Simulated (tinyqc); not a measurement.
Bandgap voltage reference from two bipolar transistors: one step of the calculation.

Two transistors of area 1 and N carry the same current I. Is(T) = Is (T/T0)^eta exp[(Vg0 q/kB)(1/T0 - 1/T)], VBE1 = Vt ln(I/Is(T)) + I rb, VBE2 = Vt ln(I/(N Is(T))) + I rb/N. The amplifier forces I R1(T) = VBE1 - VBE2 + Vos, with R(T) = R (1 + tc (T - T0)) for both resistors, and the output is Vref = VBE1 + I R2(T). Base currents and the Early effect are neglected.

Task. Operating point at another temperature. Vt = kB T/q; I = (Vt ln N + Vos)/(R1(T) - rb (1 - 1/N)).

Parameters, values chosen for the exercise; values of the order met in silicon bipolar transistors:

| symbol | value | unit | meaning |
|---|---|---|---|
| T0 | 300 | K | reference temperature |
| Vg0 | 1.149 | V | band-gap voltage extrapolated to 0 K |
| eta | 3.8 |  | temperature exponent of the saturation current |
| Is | 2.4e-17 | A | saturation current of the unit transistor at T0 |
| N | 8 |  | area ratio of the second transistor |
| R1 | 13 | kohm | resistor across which the difference of VBE falls, at T0 |
| tc | 0 | ppm/K | temperature coefficient of both resistors |
| Vos | -2.7 | mV | offset of the amplifier |
| rb | 0 | ohm | series resistance of the unit transistor |
| R2 | 126.9 | kohm | output resistor at T0 |
| T | 398 | K | temperature |

Constants: q = 1.602176634e-19 C, kB = 1.380649e-23 J/K. Results are converted to the units shown.

Find: Vt; I; Is(T); VBE1; I R2; Vref.

Result.

Vt = 0.03430 V
I = 5.278 uA
Is(T) = 3.977e-12 A
VBE1 = 0.4835 V
I R2 = 0.6698 V
Vref = 1.153 V

From T0 to T, VBE1 changes by -184 mV and I R2 by 171 mV, which leaves -12.6 mV in Vref.

Numbers from tinyqc (`OMP_NUM_THREADS=1 python tinyqc.py 2062118 2062119 out.jsonl`; about 0.02 s on one thread of a shared Intel Xeon 2.30GHz).
